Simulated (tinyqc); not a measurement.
Thermal displacements in the Debye model: Debye-Waller factors, bond-length spread and the Lindemann rule: one step, computed by the program tinyqc. Command: `OMP_NUM_THREADS=1 python tinyqc.py 3022769 3022770 out.jsonl debyewaller walk`. One thread of a shared host (Intel(R) Xeon(R) Processor @ 2.30GHz), about 0.01 s of CPU time with the checks.

A Debye spectrum with three branches of one velocity, cut at k_B Theta; 2 atoms per cube, nearest neighbours at d = 0.866025 a.

Question. Lindemann melting temperature. <u_x^2> = (3 hbar^2/(2 M k_B Theta)) int_0^1 s coth(s Theta/(2T)) ds (64 Gauss-Legendre points); it tends to 3 hbar^2/(4 M k_B Theta) at T = 0 and to 3 hbar^2 T/(M k_B Theta^2) at high T. Melting is placed where sqrt(3 <u_x^2>) = x_L d; the classical form gives T_m = M k_B Theta^2 (x_L d)^2/(9 hbar^2).

Inputs (values chosen for the exercise, modelled on molybdenum):

| quantity | value | unit |
|---|---|---|
| atomic mass M | 95.95 | u |
| Debye temperature Theta | 406 | K |
| lattice constant a | 3.147 | angstrom |
| temperature T | 295 | K |
| Lindemann ratio x_L | 0.1 | - |

Structure: bcc.

<u_x^2> = 0.002854545 angstrom^2

Constants: hbar^2/u = 4.18015928e-03 eV angstrom^2; k_B = 8.617333262e-05 eV/K.

Give: Lindemann T_m; classical T_m; ratio sqrt(3 <u_x^2>)/d at T.

Answer.

Lindemann T_m = 2689 K

classical T_m = 2691 K

ratio sqrt(3 <u_x^2>)/d at T = 0.03395

The rule is empirical: x_L is fitted within a family of like crystals, and T_m goes as its square.
